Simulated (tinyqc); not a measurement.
# Inputs raised by 2 %, one at a time

Model: straight dislocations in isotropic elasticity: fields, energies, partials, Peierls stress and walls. Computed by tinyqc, a small Python program. Command: `OMP_NUM_THREADS=1 python tinyqc.py 3029059 3029060 out.jsonl disloc sens`. One thread of a shared host (Intel(R) Xeon(R) Processor @ 2.30GHz), about 0.01 s of CPU time with the checks.

The line runs along z, the glide plane is y = 0, and beta is the angle between b and the line (0 screw, 90 degrees edge): b_e = b sin(beta) along +x with the extra half plane at y > 0, b_s = b cos(beta). Stress is positive in tension.

Inputs (values chosen for the exercise, for a model fcc or diamond crystal):
```
quantity                          value      unit
shear modulus G                    72.3       GPa
Poisson ratio nu                  0.234         -
Burgers vector b                  3.539  angstrom
stacking-fault energy gamma        54.1    mJ/m^2
dislocation density rho         6.4e+09     1/m^2
core radius r0/b                      1         -
unstable fault energy gamma_us     2040    mJ/m^2
tilt angle theta                   0.41   degrees
```

Character: screw.

Constants: 1 eV/angstrom^3 = 160.2176634 GPa.

Method:
- Energy factor K = G [cos^2(beta) + sin^2(beta)/(1 - nu)].
- E = K b^2/(4 pi) ln(R/r0) with R = 1/(2 sqrt(rho)); tension T = E + d^2E/d(beta)^2 = G b^2 [1 + nu - 3 nu sin^2(beta)]/(4 pi (1 - nu)) ln(R/r0). The core energy is taken into r0.
- Shockley partials have b_p = b/sqrt(3) at the angles beta -/+ 30 degrees; their repulsion balances the fault at d = G b_p^2/(8 pi gamma) (2 - nu)/(1 - nu) [1 - 2 nu cos(2 beta)/(2 - nu)].
- Misfit energy gamma(u) = (gamma_us/2)(1 - cos(2 pi u/b)), so the largest restoring stress is tau_max = pi gamma_us/b; u(x) = b/2 + (b/pi) arctan(x/zeta), zeta = K b/(4 pi tau_max). Summing the misfit energy over atomic rows a' apart gives, for a wide core, W_P = (K b^2/pi) exp(-2 pi zeta/a') and sigma_P = (K b/a') exp(-2 pi zeta/a'); a' = b/2 for edge and 30-degree lines, b sqrt(3)/2 for screw and 60-degree lines.
- A symmetric tilt wall of edge dislocations has the spacing h = b/(2 sin(theta/2)); Read-Shockley: gamma_b = E0 theta (A - ln theta), E0 = G b/(4 pi (1 - nu)), A = 1 + ln(b/(2 pi r0)), theta in radians.

Runs:
```
input moved                               from       to  line energy E (eV/nm)  splitting width d (nm)  boundary energy (mJ/m^2)  half width zeta (angstrom)
base run                                     -        -                 43.982                  3.7617                    78.025                      1.1244
shear modulus G (GPa)                     72.3   73.746                 44.862                  3.8370                    79.585                      1.1469
Poisson ratio nu                         0.234  0.23868                 43.982                  3.7439                    78.504                      1.1244
Burgers vector b (angstrom)              3.539  3.60978                 45.666                  3.9137                    79.585                      1.1698
stacking-fault energy gamma (mJ/m^2)      54.1   55.182                 43.982                  3.6880                    78.025                      1.1244
unstable fault energy gamma_us (mJ/m^2)   2040   2080.8                 43.982                  3.7617                    78.025                      1.1023
tilt angle theta (degrees)                0.41   0.4182                 43.982                  3.7617                    79.201                      1.1244
core radius r0/b                             1     1.02                 43.893                  3.7617                    77.648                      1.1244
```

Exponents ln(y'/y) / ln(x'/x):
```
input                           line energy E  splitting width d  boundary energy  half width zeta
shear modulus G                         1.000               1.00            1.000                1
Poisson ratio nu                        0.000              -0.24            0.309                0
Burgers vector b                        1.898               2.00            1.000                2
stacking-fault energy gamma             0.000              -1.00            0.000                0
unstable fault energy gamma_us          0.000               0.00            0.000               -1
tilt angle theta                        0.000               0.00            0.756                0
core radius r0/b                       -0.102               0.00           -0.244                0
```

Among the inputs moved here: line energy E answers most in size to Burgers vector b (exponent +1.898), next to shear modulus G (+1.000); its exponent is below 0.0005 for Poisson ratio nu, stacking-fault energy gamma, unstable fault energy gamma_us, tilt angle theta. Its exponent +1.000 in shear modulus G: linear elasticity. Splitting width d answers most in size to Burgers vector b (exponent +2.000), next to shear modulus G (+1.000); its exponent is below 0.0005 for unstable fault energy gamma_us, tilt angle theta, core radius r0/b. Its exponent +2.000 in Burgers vector b: the force between partials goes as b^2. Its exponent -1.000 in stacking-fault energy gamma: repulsion falls as 1/d. Boundary energy answers most in size to shear modulus G (exponent +1.000), and about equally to Burgers vector b (+1.000); its exponent is below 0.0005 for stacking-fault energy gamma, unstable fault energy gamma_us. Half width zeta answers most in size to Burgers vector b (exponent +2.000), next to shear modulus G (+1.000); its exponent is below 0.0005 for Poisson ratio nu, stacking-fault energy gamma, tilt angle theta, core radius r0/b. Its exponent -1.000 in unstable fault energy gamma_us: a stiffer glide plane narrows the core.

Caution (all rows): for a core this narrow higher harmonics of the row sum matter and the wide-core formula is rough.
